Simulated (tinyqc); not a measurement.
## Stability and critical current from long pulses

Inverse problem. For long pulses a magnetic tunnel junction switches at I = Ic0 [1 - ln(tp/t0)/Delta]. Find Ic0 and Delta.

Parameters, values chosen for the exercise: attempt time t0 = 1 ns.

switching current for pulses of 0.0001 and 1 s (uA): [76.929152, 67.655850]

Solution. I is linear in ln tp: it equals Ic0 at tp = t0, and the slope is -Ic0/Delta.

Ic0 = 88.52 uA
Delta = 87.92

Numbers from tinyqc (`OMP_NUM_THREADS=1 python tinyqc.py 2450032 2450033 out.jsonl`; about 0.01 s on one thread of a shared Intel Xeon 2.30GHz).
